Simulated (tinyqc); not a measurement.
Hubbard ring of 4 sites, step by step. Computed by tinyqc, a small Python program that keeps every step. Settings: hopping = 1.67, U = 11.0, mixing = 1, iteration cap = 78. Command: `OMP_NUM_THREADS=1 python tinyqc.py 22319 22320 out.jsonl` (the two numbers bound the seeds that draw the settings). One thread of a shared host (Intel(R) Xeon(R) Processor @ 2.60GHz), about 0.2 s of CPU time with the checks.

one-body matrix (hopping and site energies) (eV):
```
          1         2         3         4
1   0.00000  -1.67000   0.00000  -1.67000
2  -1.67000   0.00000  -1.67000   0.00000
3   0.00000  -1.67000   0.00000  -1.67000
4  -1.67000   0.00000  -1.67000   0.00000
```

U = 11.00000 eV

electrons, up and down: 2  2

n(up) at the start (a guess, not normalised): 1 0.50000, 2 0.50000, 3 0.50000, 4 0.50000

n(down) at the start (a guess): 1 0.50000, 2 0.50000, 3 0.50000, 4 0.50000

Each step fills the lowest levels of T + U n(other spin) and sets n(new) = n + mixing (n(out) - n); stop when output and input agree to 1e-8.

Course of the cycle:
```
iteration      E (eV)  largest |n(out) - n(in)|  mean |n_up - n_down|
1           7.0700000                  2.50e-01               0.00000
2          13.2000616                  6.59e-01               0.00000
3          15.9559226                  8.60e-01               0.00000
4          16.4707612                  9.08e-01               0.00000
5          16.5459494                  9.16e-01               0.00000
6          16.5564524                  9.17e-01               0.00000
7          16.5579101                  9.17e-01               0.00000
8          16.5581122                  9.17e-01               0.00000
9          16.5581402                  9.17e-01               0.00000
10         16.5581441                  9.17e-01               0.00000
11         16.5581446                  9.17e-01               0.00000
...               ...                       ...                   ...
68         16.5581447                  9.17e-01               0.00000
69         16.5581447                  9.17e-01               0.00000
70         16.5581447                  9.17e-01               0.00000
71         16.5581447                  9.17e-01               0.00000
72         16.5581447                  9.17e-01               0.00000
73         16.5581447                  9.17e-01               0.00000
74         16.5581447                  9.17e-01               0.00000
75         16.5581447                  9.17e-01               0.00000
76         16.5581447                  9.17e-01               0.00000
77         16.5581447                  9.17e-01               0.00000
78         16.5581447                  9.17e-01               0.00000
```

Can the last value be used, and what does the course show?

Not by the stop rule, although the second column moves by less than 1e-07 over the last three steps. Not converged within 78 iterations: the residual has stopped falling. The lowest mean-field energy found from random starts is -1.93557 eV. Reruns (cap 100 unless said): mixing 0.2: not converged; mixing 0.5: not converged; mixing 0.9: not converged; the original settings with a cap of 400: not converged.
